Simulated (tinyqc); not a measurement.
Front-illuminated p-i-n photodiode, quantum efficiency and bandwidth: two steps of the calculation.

Light enters through a p layer (0 to xp), a depleted layer (xp to xp + wi) and a thick n substrate, decaying as exp(-al x); one pass, no back reflection. Carriers made in the depleted layer are all collected; those in the neutral layers diffuse.

Inputs (values chosen for the exercise); values close to those of silicon at this wavelength:

| symbol | value | unit | meaning |
|---|---|---|---|
| lam | 532 | nm | wavelength |
| al | 8140 | 1/cm | absorption coefficient |
| Rf | 0.1 |  | reflectance of the front face |
| eps_r | 12.2 |  | relative permittivity |
| xp | 0.16 | um | thickness of the front p layer |
| wi | 3.4 | um | thickness of the depleted layer |
| Dn | 9.2 | cm^2/s | electron diffusion coefficient in the p layer |
| Ln | 0.76 | um | electron diffusion length in the p layer |
| S | 800 | cm/s | recombination velocity of the front surface |
| Lp | 4 | um | hole diffusion length in the thick n substrate |
| ve | 1.03e7 | cm/s | electron drift velocity |
| vh | 7.15e6 | cm/s | hole drift velocity |
| dia | 160 | um | diameter |
| RL | 50 | ohm | load resistance |
| Cp | 20 | fF | parasitic capacitance |
| f | 12 | GHz | modulation frequency |

Constants: q = 1.602176634e-19 C, h = 6.62607015e-34 J s, c = 299792458 m/s, eps0 = 8.8541878128e-14 F/cm where lengths are in cm. Results are converted to the units shown.

Task 1. Quantum efficiency. k = al Ln, s = S Ln/Dn, e = exp(-al xp); front layer f1 = (k/(k^2 - 1)) {[s + k - e (s cosh(xp/Ln) + sinh(xp/Ln))]/[s sinh(xp/Ln) + cosh(xp/Ln)] - k e}; depleted layer f2 = e (1 - exp(-al wi)); substrate f3 = e exp(-al wi) al Lp/(1 + al Lp); external efficiency (1 - Rf)(f1 + f2 + f3); responsivity = efficiency q lam/(h c).

Give: s; f1; f2; f3; external efficiency; responsivity.

Result 1.

s = 0.0066087
f1 = 0.12023
f2 = 0.82274
f3 = 0.042186
external efficiency = 0.88664
responsivity = 0.38045 A/W

The front layer absorbs 12.2 % of the light that enters and collects 98.5 % of that. Diffusion from the neutral layers makes up 16.5 % of the current.

Task 2. Response at one frequency. Drift response for pairs made in the depleted layer, a = al wi, g = 1 - exp(-a), u = 2 pi i f, te = wi/ve, th = wi/vh: electrons He = [g - a (exp(-a) - exp(-u te))/(u te - a)]/(u te g), holes Hh = [g - a (1 - exp(-a - u th))/(a + u th)]/(u th g); C = eps0 eps_r pi (dia/2)^2/wi + Cp; total |He + Hh|/sqrt(1 + (2 pi f RL C)^2), for the current of the depleted layer alone.

Give: te; th; He; Hh; |He + Hh|; C; total response.

Result 2.

te = 33.01 ps
th = 47.55 ps
He = 0.3267-0.4755i
Hh = 0.1551-0.1654i
|He + Hh| = 0.8018
C = 658.8 fF
total response = 0.2995

The drift response alone falls to 1/sqrt(2) at 15.0 GHz and the RC term alone at 4.83 GHz; together they give 4.53 GHz.

tinyqc, about 0.01 s, one thread, Intel Xeon 2.30GHz (shared host): `OMP_NUM_THREADS=1 python tinyqc.py 2250046 2250047 out.jsonl`
